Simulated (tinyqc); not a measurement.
Fitting sp3s* parameters to three gaps by Newton steps: sweeps and comparisons. A value that a table varies takes the place of the one given here.

sp3s* tight binding, nearest neighbours only: anion (a) at 0, cation (c) at a/4 (1,1,1), orbitals s, px, py, pz, s* on each; k in units of 2 pi/a. With phases e_j = exp(i (pi/2) k.n_j) for n = (1,1,1), (1,-1,-1), (-1,1,-1), (-1,-1,1): g0 = (e1+e2+e3+e4)/4, g1 = (e1+e2-e3-e4)/4, g2 = (e1-e2+e3-e4)/4, g3 = (e1-e2-e3+e4)/4. The diagonal holds the levels Esa, Epa, Exa (s*) and Esc, Epc, Exc. Anion-cation block: <sa|sc> = Vss g0; <sa|xc> = Vsapc g1; <xa|sc> = -Vscpa g1; <xa|xc> = Vxx g0; <xa|yc> = <ya|xc> = Vxy g3, <xa|zc> = <za|xc> = Vxy g2, <ya|zc> = <za|yc> = Vxy g1; <s*a|xc> = Vxapc g1; <xa|s*c> = -Vpaxc g1; y and z take g2 and g3 in place of g1; s-s* and s*-s* vanish.

Gaps are level 5 at Gamma, X = (1,0,0) and L = (1/2,1/2,1/2) less level 4 at Gamma; no spin-orbit coupling. Free parameters: Vss, Vxapc and Vpaxc. H is linear in them, so by Hellmann-Feynman J_ij = <u|dH/dp_j|u> for level 5 at point i less the same for level 4 at Gamma. Newton: p(new) = p + J^-1 (target - gaps); stop when all misses are below 1e-7 eV.

Constants: hbar^2/2m0 = 3.80998211 eV angstrom^2.

Values chosen for the exercise (out of a larger set: near a published set for GaSb, fitted to gaps, whose masses and valley positions are rough; not measured data): p = (-7.314, 0.857, -3.922, 2.942, 6.621, 5.921, -6.144, 1.563, 4.085, 4.913, 4.694, 5.024, 4.185) eV (start, order Esa, Epa, Esc, Epc, Exa, Exc, Vss, Vxx, Vxy, Vsapc, Vscpa, Vxapc, Vpaxc); tg = (0.986, 1.0547, 0.942) eV (target gaps at Gamma, X, L); a = 6.092 angstrom (lattice constant).

## Equal gaps, different models

The same three targets are met with other triples of free parameters (those for which Newton converges within 3 eV of the start). Not fitted: level 5 at K = (3/4,3/4,0) above Ev, the spacing of levels 6 and 5 at X, the depth of level 2 at X below Ev, the valence width at Gamma, and the mass c q^2/(E(q) - E(0)) of level 5 along [100], q = 0.002 (2 pi/a), c = hbar^2/2m0.

Unfitted results:
```
free parameters,largest change (eV),K (eV),X spacing (eV),level 2 at X (eV),valence width (eV),mass (m0)
start,0.000,1.101,0.131,7.221,12.013,0.0613
"Vss, Vxapc, Vpaxc",0.260,1.017,0.081,7.263,12.263,0.0866
"Vss, Vsapc, Vpaxc",0.260,1.036,0.184,7.231,12.263,0.0885
"Esa, Vxapc, Vscpa",0.662,1.020,0.093,7.055,11.602,0.0932
"Vss, Exa, Exc",0.451,1.016,0.073,7.236,12.263,0.0866
"Esc, Vsapc, Exc",1.010,0.996,0.012,7.008,11.871,0.0867
```

How do the results move?

All fitted rows have the same three gaps, yet they spread by 40 meV at K, 172 meV in the X spacing, 254 meV in level 2 at X, 662 meV in the valence width and 7.4 % in the mass. The smallest change of parameters, 0.260 eV, is that of Vss, Vxapc, Vpaxc; Vss, Vsapc, Vpaxc. A fit fixes what it was given and leaves the rest to the choice of free parameters.

## How errors in the targets pass to the parameters

J:
```
,Vss,Vxapc,Vpaxc
Gamma,-0.96395,0.00000,0.00000
X,0.00000,-0.84330,0.00000
L,-0.24750,-0.21525,-0.18320
```

The gaps at Gamma, X and L of an sp3s* model are fitted with Vss, Vxapc and Vpaxc; J holds the derivatives of the gaps by these parameters at the start. The change of each parameter for +10 meV on one target is 10 J^-1, in meV.

Shifts (meV):
```
target raised,Vss,Vxapc,Vpaxc
Gamma,-10.4,0.0,14.0
X,0.0,-11.9,13.9
L,0.0,0.0,-54.6
```

root sum of squares (meV): Vss 10.4, Vxapc 11.9, Vpaxc 58.1

What can be read from the table?

Independent errors of 10 meV leave Vpaxc least certain (58 meV) and Vss best fixed (10.4 meV). The largest single entry, 55 meV, comes from the target at L.

(tinyqc, `OMP_NUM_THREADS=1 python tinyqc.py 1482315 1482316 out.jsonl`, Intel(R) Xeon(R) Processor @ 2.30GHz, 1 thread, shared host, about 0.3 s.)
